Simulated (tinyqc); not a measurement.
Inversion-layer mobility, back-scattering and ballistic limit of a field-effect transistor: one step, computed by the program tinyqc.

The charge at the top of the source barrier is fixed by the gate; series resistance and short-channel effects are left out. F_j are Fermi integrals normalised to exp(eta) in the classical limit.

Task: Effective mobility. mu_phonon = mu_ph (E_eff/1 MV/cm)^(-0.3) (T/300 K)^(-1.75); mu_rough = mu_sr (E_eff/1 MV/cm)^(-2); mu_Coulomb = mu_C (N_inv/1e12 cm^-2) (T/300 K); Matthiessen's rule adds 1/mu.

Inputs (values chosen for the exercise, modelled on a silicon n-channel): phonon mobility at 1 MV/cm and 300 K, mu_ph = 350 cm^2/(V s); roughness mobility at 1 MV/cm, mu_sr = 1200 cm^2/(V s); Coulomb mobility at N_inv = 1e12/cm^2, mu_C = 740 cm^2/(V s); temperature T = 200 K.

Statistics at the top of the barrier: Fermi-Dirac.

inversion density N_inv = 6.187729e+12 1/cm^2

effective field E_eff = 0.5047867 MV/cm

Give: phonon part; roughness part; Coulomb part; effective mobility mu.

Result:

phonon part = 873.6 cm^2/(V s)

roughness part = 4709 cm^2/(V s)

Coulomb part = 3053 cm^2/(V s)

effective mobility mu = 593.6 cm^2/(V s)

The phonon part is the lowest and holds 68 % of 1/mu.
